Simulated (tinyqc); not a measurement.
# Slope factor and drain-induced lowering from three currents

Question. With source and body at 0 V, I = A exp((Vg + dd Vd)/(nf Vt)) (1 - exp(-Vd/Vt)). Find nf, the swing nf Vt ln 10 and dd.

Values chosen for this exercise:
- T = 300 K (temperature)

Constants: q = 1.602176634e-19 C, kB = 1.380649e-23 J/K, Vt = kB T/q. Results are converted to the units shown.

currents at (Vg, Vd) = (0, 0.05), (0, 1.1) and (0.08, 1.1) V (nA/um): 0.0017808416  0.0082101967  0.066438788

Solution. The pair at equal Vd gives nf; the pair at equal Vg, after dividing out the factors 1 - exp(-Vd/Vt), gives dd.

nf = 1.48
swing = 88.1 mV/decade
dd = 0.0500

tinyqc, about 0.03 s, one thread, Intel Xeon 2.30GHz (shared host): `OMP_NUM_THREADS=1 python tinyqc.py 2242086 2242087 out.jsonl`
